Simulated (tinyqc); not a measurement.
All-pass ring resonator: one step of the calculation.

A ring of length L = 2 pi Rr coupled to one bus waveguide: round-trip amplitude a = 10^(-al L/20), self-coupling t = sqrt(1 - k2). At detuning d from the resonance the round-trip phase is p = 2 pi d/FSR and the transmission T = (a^2 - 2 a t cos p + t^2)/(1 - 2 a t cos p + a^2 t^2). Lossless coupler, linear absorption only.

Problem. Thermal shift of the resonance. T is the transmission at d = dl - s, p = 2 pi d/FSR; out = (lam dT/ng) Rt fa (1 - T) Pin; s(new) = out.

Parameters, values chosen for the exercise; values close to those of silicon waveguides:
```
symbol    value  unit                                     meaning
lam        1550    nm                   cold resonance wavelength
ng         4.02                                       group index
dT      0.00017   1/K  thermo-optic change of the effective index
Rt            4  K/mW                          thermal resistance
fa         0.85             share of the loss that heats the ring
Pin       0.088    mW                                 input power
dl           38    pm      laser detuning from the cold resonance
```

s at the start = 0 pm
a = 0.99747138
t = 0.99629313
FSR = 19.023371 nm

Find: d; T; out; s after iteration 1.

Solution.

d = 38.000 pm
T = 0.80863
out = 3.7531 pm
s after iteration 1 = 3.7531 pm

Numbers from tinyqc (`OMP_NUM_THREADS=1 python tinyqc.py 2650108 2650109 out.jsonl`; about 0.01 s on one thread of a shared Intel Xeon 2.30GHz).
